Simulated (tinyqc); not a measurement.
## Thickness of the second layer from the transmission

Problem. A two-layer stack carries the voltage V: F1 = V/(t1 + t2 eps1/eps2), F2 = F1 eps1/eps2; U = phi1 - F1 x in layer 1 and phi2 - F1 t1 - F2 (x - t1) in layer 2. T = exp(-S) at E = 0, C = hbar^2/(2 m0). Each layer adds (2/F) sqrt(m/C) [G(u at its left edge) - G(u at its right edge)] to S, with u = U - E (0 where negative) and G(u) = (2/3) u^1.5. Find t2, known to lie between 0.3 and 6 nm, and F1.

Inputs (values chosen for the exercise): barrier of layer 1 above the emitter Fermi level at zero bias phi1 = 3.24 eV; tunnelling mass of layer 1 m1 = 0.49 m0; thickness of layer 1 t1 = 1.2 nm; relative permittivity of layer 1 eps1 = 4.06; barrier of layer 2 at zero bias phi2 = 1.4 eV; tunnelling mass of layer 2 m2 = 0.26 m0; relative permittivity of layer 2 eps2 = 25.1; voltage across the dielectric V = 0.3 V.

Constants: q = 1.602176634e-19 C, hbar = 1.054571817e-34 J s, m0 = 9.1093837015e-31 kg, hbar^2/(2 m0) = 0.0380998212 eV nm^2. Results are converted to the units shown.

T at E = 0 = 6.7790105e-13

Answer. Over that range S rises steadily with t2, so S = -ln T has one root, found by bisection.

t2 = 2.30 nm
F1 = 1.91 MV/cm

Computed by the program tinyqc: `OMP_NUM_THREADS=1 python tinyqc.py 2540081 2540082 out.jsonl`, one thread of a shared Intel Xeon 2.30GHz, about 0.03 s for the whole run.
